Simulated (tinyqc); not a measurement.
How far the cone holds: pi bands of a honeycomb layer in tight binding.

Lattice vectors a (1,0) and a (1/2, sqrt3/2); f = exp(i ky a/sqrt3) + 2 cos(kx a/2) exp(-i ky a/(2 sqrt3)), w = |f|. H = [[D - t2 F, -t f], [., -D - t2 F]] with F = w^2 - 3, S = [[1, s0 f], [., 1]]; the levels solve det(H - E S) = 0. K = (4 pi/3a, 0), M = (pi/a, pi/(sqrt3 a)); w = 3, 1, 0 at Gamma, M, K.

Inputs chosen for the exercise (of the size used for graphene; not measured data):

| symbol | value | unit | meaning |
|---|---|---|---|
| a | 2.46 | angstrom | lattice constant |
| t | 3.06 | eV | nearest hopping |
| t2 | 0 | eV | second-neighbour hopping |
| s0 | 0.119 |  | overlap of neighbours |
| D | 0 | eV | +D on A, -D on B |

Upper and lower levels at distance q from K towards Gamma (-x) and towards M (+x), measured from 3 t2; cone: sqrt(D^2 + (hbar v q)^2), hbar v = (sqrt3/2) a (t + 3 t2 s0).

Levels (eV):

| q (1/angstrom) | cone | upper, to Gamma | lower, to Gamma | upper, to M | lower, to M |
|---|---|---|---|---|---|
| 0.02 | 0.1304 | 0.1320 | -0.1306 | 0.1301 | -0.1288 |
| 0.05 | 0.3260 | 0.3359 | -0.3273 | 0.3240 | -0.3160 |
| 0.10 | 0.6519 | 0.6915 | -0.6562 | 0.6428 | -0.6122 |
| 0.15 | 0.9779 | 1.0668 | -0.9850 | 0.9546 | -0.8886 |
| 0.20 | 1.3038 | 1.4614 | -1.3123 | 1.2572 | -1.1452 |
| 0.30 | 1.9557 | 2.3077 | -1.9565 | 1.8269 | -1.5996 |
| 0.40 | 2.6076 | 3.2263 | -2.5791 | 2.3352 | -1.9762 |
| 0.60 | 3.9115 | 5.2533 | -3.7295 | 3.1041 | -2.5004 |

What can be read from this table?

At q = 0.2 the upper band lies +158 meV from the cone towards Gamma and -47 meV towards M; half their difference, 102 meV, is the trigonal warping, steeper towards Gamma, and their mean, +55 meV, comes from the bending of the band and from t2 or the overlap. All four values stay within 5 % of the cone up to q = 0.05. The electron-hole asymmetry, upper plus lower towards Gamma, is +149 meV at q = 0.2.

(tinyqc, `OMP_NUM_THREADS=1 python tinyqc.py 1481082 1481083 out.jsonl`, Intel(R) Xeon(R) Processor @ 2.30GHz, 1 thread, shared host, about 0.01 s.)
